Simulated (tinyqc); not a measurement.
# Film thickness from the threshold shift

Question. Undoped body with a flat potential across it, hard walls, transport along x. Three valley pairs (g = 2 each) with the longitudinal mass along x, y or z. Non-parabolicity enters the subband edges through E (1 + al E) = gamma, so E = 2 gamma/(1 + sqrt(1 + 4 al gamma)); motion within a subband is taken as parabolic with the band-edge mass. Energies are counted from the bulk band edge. gamma = C (pi k/(t + dl))^2/mz, C = hbar^2/(2 m0). Each subband has N_k = g sqrt(mx my) m0 kB T/(pi hbar^2); without degeneracy n = exp(EF/Vt) sum N_k exp(-E_k/Vt). Classical value Nc times t, Nc = sum over valleys of 2 g (m m0 kB T/(2 pi hbar^2))^1.5 with m = (mx my mz)^(1/3). Threshold shift dVT = Vt ln(classical value/sum N_k exp(-E_k/Vt)). Find t and the lowest subband edge.

Parameters, values chosen for the exercise; masses close to those of silicon: temperature T = 77 K; longitudinal mass ml = 0.919 m0; transverse mass mt = 0.19 m0; non-parabolicity al = 0.5 1/eV; widening of the box by penetration into the insulator dl = 0 nm.

Constants: q = 1.602176634e-19 C, kB = 1.380649e-23 J/K, hbar = 1.054571817e-34 J s, m0 = 9.1093837015e-31 kg, Vt = kB T/q, hbar^2/(2 m0) = 0.0380998212 eV nm^2. Results are converted to the units shown.

dVT = 10.560166 mV

Solution. dVT is evaluated for trial values of t with all subbands; between 1.5 and 25 nm one value matches.

t = 8.90 nm
E_1 = 5.15 meV

Numbers from tinyqc (`OMP_NUM_THREADS=1 python tinyqc.py 2350157 2350158 out.jsonl`; about 0.1 s on one thread of a shared Intel Xeon 2.30GHz).
